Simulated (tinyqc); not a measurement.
# Gate-all-around wire, scale length and short-channel effects: what changes with what

A round wire of diameter ts in an insulator shell of thickness ti under a surrounding gate. Below threshold the potential that source and drain add obeys Laplace's equation and vanishes on the gate. Its lowest mode decays along the channel as exp(-k y); k is the smallest positive root of the matching condition at the interface, and the scale length is Lambda = pi/k.

Values chosen for this exercise; permittivities: semiconductor close to that of silicon, insulator close to that of aluminium oxide: temperature T = 300 K; relative permittivity of the semiconductor eps_r = 11.7; relative permittivity of the insulator ei = 9.13; insulator thickness ti = 3.2 nm; wire diameter ts = 13 nm; channel length L = 33 nm; potential of the source Vbi = 1.03 V; potential of the barrier top at threshold sT = 0.63 V; drain voltage Vds = 0.8 V.

Constants: q = 1.602176634e-19 C, kB = 1.380649e-23 J/K, Vt = kB T/q. Results are converted to the units shown.

Each table varies one quantity; the others keep the values above.

## Effect of the channel length

k is the smallest positive root of f(k) = ei J0(u)[J1(u) Y0(v) - Y1(u) J0(v)] - eps_r J1(u)[J0(u) Y0(v) - Y0(u) J0(v)], u = k ts/2, v = u + k ti. Along the channel psi(y) = s + a exp(y/l) + b exp(-y/l) with psi(0) = Vbi, psi(L) = Vbi + Vds and l = 1/k = Lambda/pi; with A = Vbi - s, B = A + Vds, x = exp(-L/l): a = (B - A x) x/(1 - x^2), b = (A - B x)/(1 - x^2). The minimum is s + 2 sqrt(a b), at y = (l/2) ln(b/a). The long-channel potential follows the gate as s = sT + (Vg - VTL)/m, and the threshold VT is the gate voltage at which the minimum equals sT. Swing = m Vt ln 10/g at threshold, g = d(minimum)/ds = 1 - (b x + a)/((1 + x) sqrt(a b)). DIBL = [VT(0.05 V) - VT(Vds)]/(Vds - 0.05 V). sT and Vbi are held fixed; m = 1.

The same in every row: Lambda (nm) = 13.58.

Effect of the channel length:
```
L (nm)	L/Lambda	VT - VTL at Vds = 0.05 V (mV)	VT - VTL at Vds (mV)	DIBL (mV/V)	swing (mV/decade)
15	1.104	-220.8	-374.6	205.1	94.06
18	1.325	-138.2	-232.4	125.7	81.31
21	1.546	-89.97	-150.3	80.40	73.81
25	1.841	-52.80	-87.53	46.31	67.96
30	2.209	-28.14	-46.36	24.30	64.05
36	2.651	-13.62	-22.34	11.63	61.72
43	3.166	-5.955	-9.744	5.053	60.49
51	3.755	-2.341	-3.826	1.980	59.91
61	4.491	-0.7336	-1.198	0.6196	59.65
```

What does the table show?

From L = 15 to 61 nm, DIBL falls from 205 to 0.620 mV/V and the swing falls from 94.1 to 59.6 mV a decade (long-channel value 59.5). Between the last two rows the threshold shift at Vds decays with a length of 8.61 nm, against 2 Lambda/pi = 8.65 nm for a shift that goes as exp(-pi L/(2 Lambda)). DIBL first drops below 100 mV/V at L = 21 nm among the rows, L/Lambda = 1.5. For L = 15 to 18 nm L is under 1.5 Lambda, where higher modes, left out of the one-mode potential, count.

## Effect of the relative permittivity of the insulator

Same model as above.

Results:
```
ei	Lambda (nm)	L/Lambda	VT - VTL at Vds (mV)	DIBL (mV/V)	swing (mV/decade)
3.9	18.14	1.820	-90.90	48.13	68.28
5.7	15.79	2.089	-56.78	29.84	65.05
8.5	13.87	2.379	-34.92	18.24	62.95
12	12.59	2.622	-23.42	12.20	61.83
18	11.43	2.887	-15.23	7.911	61.03
40	9.968	3.311	-7.739	4.010	60.29
```

Estimate the missing row, ei = 27.

Computed row:
```
ei	Lambda (nm)	L/Lambda	VT - VTL at Vds (mV)	DIBL (mV/V)	swing (mV/decade)
27	10.57	3.121	-10.47	5.432	60.56
```

With this row back in the table: As ei goes from 3.9 to 40, Lambda falls from 18.1 to 9.97 nm, DIBL falls from 48.1 to 4.01 mV/V and the swing falls from 68.3 to 60.3 mV a decade. On average Lambda goes as ei^(-0.26).

Computed by the program tinyqc: `OMP_NUM_THREADS=1 python tinyqc.py 2420082 2420083 out.jsonl`, one thread of a shared Intel Xeon 2.30GHz, about 0.01 s for the whole run.
